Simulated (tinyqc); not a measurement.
## Four-point probe at the centre of a round wafer

Four collinear probes with spacing s at the centre of a thin disc of diameter d with an insulating edge: Rs = C V/I, C = pi/{ln 2 + ln[((d/s)^2 + 3)/((d/s)^2 - 3)]}; C tends to pi/ln 2 = 4.5324. x = d/s.

Parameters, values chosen for the exercise:
```
symbol   value        unit                     meaning
ns      1.6e12       cm^-2  sheet density of the layer
mu          20  cm^2/(V s)              drift mobility
I         1000          uA                     current
```

Constants: q = 1.602176634e-19 C. Results are converted to the units shown.

Four-point probe at the centre of a round wafer:
```
x        C  C over its limit  V for Rs = 1/(q ns mu) (mV)
3.5  2.633            0.5810                      7.407e4
4    2.929            0.6462                      6.660e4
5    3.362            0.7419                      5.801e4
7.5  3.927            0.8665                      4.966e4
10   4.171            0.9203                      4.676e4
15   4.364            0.9630                      4.469e4
20   4.436            0.9788                      4.397e4
40   4.508            0.9946                      4.327e4
100  4.528            0.9991                      4.307e4
```

Read the table: what changes, and by how much?

C rises from 2.633 to 4.528. Using 4.5324 overstates Rs by 72.1 % in the first row and by under 1 % from d/s = 40 on among the rows.

tinyqc, about 0.01 s, one thread, Intel Xeon 2.30GHz (shared host): `OMP_NUM_THREADS=1 python tinyqc.py 2850224 2850225 out.jsonl`
